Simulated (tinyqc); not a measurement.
Plane-wave Kohn-Sham cycle with exchange-only LDA in a layered model solid, step by step. One step of it, computed by the program tinyqc.

Task: Iteration 1: potential. V_H(G) = 4 pi rho(G)/G^2 for G != 0 (uniform background); v_x = -(3 rho/pi)^(1/3); V = V_ext + V_H + v_x; Fourier components f(G_m) = (1/N) sum_j f(x_j) exp(-i G_m x_j).

A solid whose potential varies along x alone (atomic units):
```
parameter                      value
period a                    9.300000
cross-section of the cell  30.000000
electrons per cell                 2
grid points                       16
plane waves -n..n, n               3
k points                           1
V1 in V1 cos(2 pi x/a)     -0.560000
```

density at the start, on the grid x_j = j a/N (e/bohr^3): 0.00716846  0.00716846  0.00716846  0.00716846  0.00716846  0.00716846  0.00716846  0.00716846  0.00716846  0.00716846  0.00716846  0.00716846  0.00716846  0.00716846  0.00716846  0.00716846

Give: Potentials on the grid; V(G_m), m = 0, 1, 2, ....

Result:

Potentials on the grid (hartree):
```
x       V_ext    V_H     v_x       V
0.000  -0.560  0.000  -0.190  -0.750
0.581  -0.517  0.000  -0.190  -0.707
1.163  -0.396  0.000  -0.190  -0.586
1.744  -0.214  0.000  -0.190  -0.404
2.325       0  0.000  -0.190  -0.190
2.906   0.214  0.000  -0.190   0.024
3.487   0.396  0.000  -0.190   0.206
4.069   0.517  0.000  -0.190   0.327
4.650   0.560  0.000  -0.190   0.370
5.231   0.517  0.000  -0.190   0.327
5.812   0.396  0.000  -0.190   0.206
6.394   0.214  0.000  -0.190   0.024
6.975       0  0.000  -0.190  -0.190
7.556  -0.214  0.000  -0.190  -0.404
8.137  -0.396  0.000  -0.190  -0.586
8.719  -0.517  0.000  -0.190  -0.707
```

V(G_m), m = 0, 1, 2, ... (hartree): -0.190  -0.280  0.000  0.000  0.000  0.000  0.000
